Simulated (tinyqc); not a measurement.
## Electron continuity equation in a given potential, Scharfetter-Gummel discretisation: three discretisations compared

Steady state in one dimension: J = q mu n E + q D dn/dx with E = -dpsi/dx and D = mu Vt, dJ/dx = q (n/tau - G), fixed densities nL and nR at the ends. The potential is given, psi = U x/L, and is not changed by the electrons.

8 equal intervals. Fluxes J_i = (q D/h)(n_(i+1) P_i - n_i Q_i), d_i = (psi_(i+1) - psi_i)/Vt: Scharfetter-Gummel P = B(d), Q = B(-d), B(d) = d/(exp(d) - 1); central P = 1 - d/2, Q = 1 + d/2; upwind P = 1 + max(-d, 0), Q = 1 + max(d, 0). Balance at each inner node: J_i - J_(i-1) = q h (n_i/tau - G). The reference is Scharfetter-Gummel on 1600 intervals.

Inputs (values chosen for the exercise); mobility close to that of gallium arsenide at room temperature:
```
symbol,value,unit,meaning
T,450,K,temperature
mu,7900,cm^2/(V s),electron mobility
L,0.22,um,length of the region
nL,6.3e15,cm^-3,density at x = 0
nR,0,cm^-3,density at x = L
tau,1.1e-12,s,lifetime
G,1.7e28,cm^-3 s^-1,uniform generation rate
U,0.076,V,potential difference psi(L) - psi(0)
```

Constants: q = 1.602176634e-19 C, kB = 1.380649e-23 J/K, Vt = kB T/q. Results are converted to the units shown.

Densities (cm^-3):
```
node,Scharfetter-Gummel,central,upwind,reference
0,6.3000e15,6.3000e15,6.3000e15,6.3000e15
1,6.7193e15,6.7228e15,6.6414e15,6.7205e15
2,6.9503e15,6.9573e15,6.7958e15,6.9525e15
3,6.9467e15,6.9570e15,6.7209e15,6.9496e15
4,6.6431e15,6.6562e15,6.3589e15,6.6465e15
5,5.9487e15,5.9635e15,5.6311e15,5.9522e15
6,4.7373e15,4.7517e15,4.4318e15,4.7404e15
7,2.8345e15,2.8448e15,2.6185e15,2.8365e15
8,0,0,0,0
```

What do the numbers show?

Largest errors as a share of the largest reference density listed: Scharfetter-Gummel 0.050 %, central 0.16 %, upwind 4.6 %. The largest |d| is 0.245. Upwinding stays positive but acts as if D were larger by the factor 1 + |d|/2, up to 1.12 here.

Range of the model: The drift velocity mu E exceeds 1e7 cm/s somewhere, where real mobilities no longer stay constant.

Numbers from tinyqc (`OMP_NUM_THREADS=1 python tinyqc.py 2220153 2220154 out.jsonl`; about 0.01 s on one thread of a shared Intel Xeon 2.30GHz).
